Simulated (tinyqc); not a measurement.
## Thin-film transistor with exponential tail and deep states, accumulation layer: effect of the temperature

An undoped film in accumulation, thicker than the space-charge layer. With band bending psi the Fermi level lies E0 - psi below the band edge. Free electrons n = n0 exp(psi/Vt) carry the current; electrons in two exponential distributions of traps, a = a0 exp(psi/Va) and d = d0 exp(psi/Vp), do not. Linear regime, ohmic contacts, traps in equilibrium.

Va = kB Tt/q, Vp = kB Td/q; n0 = Nc exp(-E0/Vt), a0 = Nt th(T/Tt) exp(-E0/Va), d0 = Nd th(T/Td) exp(-E0/Vp), th(x) = pi x/sin(pi x). G(psi) = sum over the three kinds of c0 [V (exp(psi/V) - 1) - psi], field F = sqrt(2 q G/(eps0 eps_r)); Vg = psi + eps0 eps_r F/Ci at the surface. Total charge Q = Ci (Vg - psi_s); free charge Qf = q times the integral of n0 (exp(psi/Vt) - 1)/F over psi from 0 to psi_s; I = (W/L) mb Qf Vd; effective mobility mb Qf/Q. Nc, E0 and mb are held fixed.

Parameters, values chosen for the exercise; values close to those of amorphous silicon:

| symbol | value | unit | meaning |
|---|---|---|---|
| eps_r | 11.8 |  | relative permittivity of the semiconductor |
| Nc | 4.2e19 | cm^-3 | density of extended states |
| mb | 8.5 | cm^2/(V s) | band mobility |
| Nt | 5.8e19 | cm^-3 | total density of tail states |
| Tt | 350 | K | characteristic temperature of the tail |
| Nd | 6.3e17 | cm^-3 | total density of deep states |
| Td | 1130 | K | characteristic temperature of the deep states |
| E0 | 0.55 | eV | bulk Fermi level below the band edge |
| Ci | 35 | nF/cm^2 | gate capacitance |
| WL | 20 |  | ratio W/L |
| Vd | 0.05 | V | drain voltage |
| Vg | 7 | V | gate voltage above flat band |

Constants: q = 1.602176634e-19 C, kB = 1.380649e-23 J/K, Vt = kB T/q, eps0 = 8.8541878128e-14 F/cm where lengths are in cm. Results are converted to the units shown.

Effect of the temperature:
```
T (K)	E0 - psi_s (eV)	Q (nC/cm^2)	free share (%)	effective mobility (cm^2/(V s))	I (nA)
160	0.08925	228.9	0.3556	0.03022	6.917
180	0.09255	229.0	0.6834	0.05808	13.30
200	0.09648	229.1	1.131	0.09615	22.03
220	0.1011	229.3	1.670	0.1419	32.54
240	0.1067	229.5	2.245	0.1908	43.79
260	0.1133	229.7	2.777	0.2361	54.23
280	0.1215	230.0	3.160	0.2686	61.77
300	0.1322	230.4	3.242	0.2756	63.49
```

What does the comparison show?

As T goes from 160 to 300 K, the free share rises from 0.356 to 3.24 %, the distance of the Fermi level from the edge rises from 0.0892 to 0.132 eV and the current rises from 6.92 to 63.5 nA. The apparent activation energy between the first two rows is 0.0811 eV, against E0 - psi_s = 0.0892 eV there. At T = 300 K T is close to Tt, where the factor th overstates the trapped charge. For T = 240 to 300 K the th form, which assumes a Fermi level far below the edge, overcounts the filled tail at the surface by more than 15 %.

Computed by the program tinyqc: `OMP_NUM_THREADS=1 python tinyqc.py 2610061 2610062 out.jsonl`, one thread of a shared Intel Xeon 2.30GHz, about 0.04 s for the whole run.
